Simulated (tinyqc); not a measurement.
# Epitaxial growth on a vicinal surface: Burton-Cabrera-Frank step flow, step-edge barrier and island nucleation, step by step

A worked calculation. Computed by tinyqc, a small Python program that keeps every step. Command: `OMP_NUM_THREADS=1 python tinyqc.py 3012687 3012688 out.jsonl stepflow walk`. One thread of a shared host (Intel(R) Xeon(R) Processor @ 2.30GHz), about 0.03 s of CPU time with the checks. Intermediate numbers are printed to about 6 digits and carried at full precision; extremes and crossings named in words are read from the listed rows.

Adatoms land at rate F, hop on a square grid (a simplification for hexagonal faces), desorb, or join steps. Lengths are in units of a and n is the adatom coverage. Steps ascend at x = 0 and descend at x = l.

Inputs (values chosen for the exercise, close to those used for GaAs(001)): site spacing a = 4 angstrom; step height h = 2.83 angstrom; diffusion barrier E_d = 1.4 eV; desorption energy E_a = 2.51 eV; adatom formation energy E_f = 0.99 eV; step-edge barrier E_s = 0 eV; attempt frequency nu = 1 THz; deposition rate F = 9.8 layers/s; miscut angle = 4 degrees; temperature T = 610 C; critical nucleus size i = 1.

Constants: k_B = 8.617333262e-05 eV/K.

## Scales

D = nu exp(-E_d/(k_B T)) (a^2/s, nu counted per direction); tau = exp(E_a/(k_B T))/nu; x_s = sqrt(D tau); n_eq = exp(-E_f/(k_B T)); terrace width l = h/(a tan(miscut)); Schwoebel length l_s = exp(E_s/(k_B T)) - 1. Temperatures in kelvin are T(C) + 273.15.

D = 10251.1 a^2/s

lifetime tau = 210.644 s

diffusion length x_s = 1469.47 a

equilibrium coverage n_eq = 2.24116e-06

terrace width l = 10.1177 a

Schwoebel length l_s = 0 a

l/x_s = 0.00689: nearly every adatom reaches a step.

## Terrace solution

D n'' - n/tau + F = 0 with n(0) = n_eq and -l_s n'(l) = n(l) - n_eq. With u = n - F tau, A = n_eq - F tau, y = l/x_s, s = l_s/x_s: u = A cosh(x/x_s) + B sinh(x/x_s), B = A (1 - cosh y - s sinh y)/(sinh y + s cosh y). Flux into the ascending step J+ = D B/x_s, over the descending one J- = -(D/x_s)(A sinh y + B cosh y); step velocity J+ + J-; growth rate (J+ + J-)/l. For small y: J+ + J- = (F - n_eq/tau) l, J-/J+ = l/(l + 2 l_s). The coverage peaks where n' = 0, tanh(x/x_s) = -B/A.

J+ = 49.5766 atoms per step site and s

J- = 49.5766 atoms per step site and s

growth rate = 9.79996 layers/s

peak coverage = 0.0122352

position of the peak = 5.05886 a

4.0e-4 % of the flux desorbs; even closely spaced steps lose n_eq/tau, 1.1e-7 % of F. The ascending step takes 50.0 %, half, as there is no barrier. Caution: twice the distance from the ascending step to the coverage peak exceeds the expected island spacing [0.25 (F/D)^(i/(i+2)) exp(E_i/((i+2) k_B T))]^(-1/2) by 40 % or more, so islands nucleate and the step-flow values are formal.

## Step flow or islands

Island density on a flat surface without desorption: N = 0.25 (F/D)^(i/(i+2)) exp(E_i/((i+2) k_B T)) per site, with E_i = 0 for i = 1; spacing l_n = N^(-1/2). Step flow needs an effective width l_eff = 2 x(peak) below l_n.

island density N on a flat surface = 0.0246278 per site

island spacing l_n = 6.37217 a

ratio l_eff/l_n = 1.58780

Islands nucleate on the terraces, and a step-flow solution would overstate the coverage. Caution: islands this dense would lie only a few sites apart, where the scaling law fails. Caution: the prefactor 0.25 and the criterion are estimates, good to a factor of about two in length.

## Growth mode over temperature

x(peak) solves tanh(x/x_s) = -B/A. Rows where evaporation outweighs deposition are left out.

Scales:
```
T (C)  x_s (a)  l_s (a)  incorporated share  l_n (a)  l_eff/l_n
410    12427.4        0            1.000000   2.5970    3.89600
460     6533.6        0            1.000000   3.4030    2.97320
510     3728.8        0            0.999999   4.3079    2.34865
560     2276.3        0            0.999998   5.3012    1.90856
610     1469.5        0            0.999996   6.3722    1.58780
660      994.2        0            0.999991   7.5099    1.34725
710      699.9        0            0.999982   8.7041    1.16241
760      509.7        0            0.999966   9.9451    1.01736
810      382.3        0            0.999936  11.2241    0.90143
```

The ratio falls below 1 between 760 and 810 C: islands below, step flow above. Incorporation goes from 100.0 % to 100.0 %.

Checks made by the program: growth rate against F minus desorption, from a numerical solution (relative difference below 1e-10).
